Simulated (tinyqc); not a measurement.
Which substrate gives the strongest standing wave: standing waves and exposure in a photoresist film.

Inputs chosen for the exercise:

| symbol | value | unit | meaning |
|---|---|---|---|
| lam | 193 | nm | vacuum wavelength |
| n1 | 1.69 |  | resist index |
| A | 0 | 1/micrometre | bleachable absorption (Dill A) |
| B | 0.71 | 1/micrometre | fixed absorption (Dill B) |

r12 = (N1 - Ns)/(N1 + Ns) with N1 = n1 + i (A + B) lam/(4 pi), lam in micrometres, and Ns = ns + i ks chosen for the exercise, each substrate thick; contrast 2|r|/(1 + |r|^2); the intensity at the interface relative to the forward wave is |1 + r12|^2.

Results:

| case | ns | ks | \|r12\|^2 | contrast | phase (degrees) | \|1 + r12\|^2 |
|---|---|---|---|---|---|---|
| near Al | 0.110 | 2.262 | 0.8998 | 0.999 | -106.6 | 1.359 |
| near W | 1.305 | 3.078 | 0.5162 | 0.948 | -128.7 | 0.617 |
| near polySi | 0.984 | 2.174 | 0.4342 | 0.919 | -111.2 | 0.958 |
| near Cu | 0.970 | 1.379 | 0.2653 | 0.814 | -89.8 | 1.268 |
| near Si | 0.876 | 2.766 | 0.5773 | 0.963 | -120.8 | 0.799 |

What does the comparison show?

The strongest reflector is the case near Al (0.900) and the weakest near Cu (0.2653). The intensity at the interface depends on the phase too: it is lowest for the case near W (0.617, phase -129 degrees) and highest for near Al (1.359); a strong reflector with a phase of 180 degrees would put a node there.

Program tinyqc; command `OMP_NUM_THREADS=1 python tinyqc.py 1650548 1650549 out.jsonl`; about 0.01 s on one thread of a shared Intel(R) Xeon(R) Processor @ 2.30GHz.
